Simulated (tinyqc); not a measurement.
Quantum-well laser, gain and threshold: one step of the calculation.

One electron and one heavy-hole subband per well, parabolic, with equal sheet densities n of electrons and holes; k-conserving transitions, TE polarisation, no line broadening, so the gain starts as a step at E0 and peaks there. All wells are pumped alike.

Problem. Quasi-Fermi levels and threshold current. Fc = Vt ln(exp(n/Nc) - 1) above the electron subband edge, Fv = Vt ln(exp(n/Nv) - 1) below the hole subband edge; gain extends from E0 to E0 + Fc + Fv. Jth = q Nw (A n + B n^2 + C n^3)/eta at n = nth, Ith = Jth Wd Lc; differential efficiency of both facets eta am/(ai + am).

Values chosen for this exercise; well values close to those of InGaAsP:
```
symbol    value    unit                           meaning
T           300       K                       temperature
Nw            1                           number of wells
ai            6    1/cm                     internal loss
Lc          250      um                     cavity length
A         1.6e8     1/s  defect recombination coefficient
B        5.5e-5  cm^2/s    radiative coefficient per well
C       1.8e-16  cm^4/s        Auger coefficient per well
eta        0.92                      injection efficiency
Wd           10      um                      stripe width
```

Constants: q = 1.602176634e-19 C, kB = 1.380649e-23 J/K, Vt = kB T/q. Results are converted to the units shown.

nth = 8.5387946e11 cm^-2
Nc = 5.0108260e11 cm^-2
Nv = 3.0885695e12 cm^-2
am = 26.186666 1/cm

Wanted: Fc; Fv; width of the gain band; Jth; Ith; differential efficiency.

Solution.

Fc = 0.03886 eV
Fv = -0.02958 eV
width of the gain band = 0.009281 eV
Jth = 50.29 A/cm^2
Ith = 1.257 mA
differential efficiency = 0.7485

The electrons are degenerate and the holes not degenerate at the band edge. Defect, radiative and Auger recombination carry 47, 14 and 39 % of the threshold current. Transparency (g = 0) needs n = 7.62e11 cm^-2.

Program tinyqc, `OMP_NUM_THREADS=1 python tinyqc.py 2840003 2840004 out.jsonl`; Intel Xeon 2.30GHz, shared host, one thread, about 0.01 s.
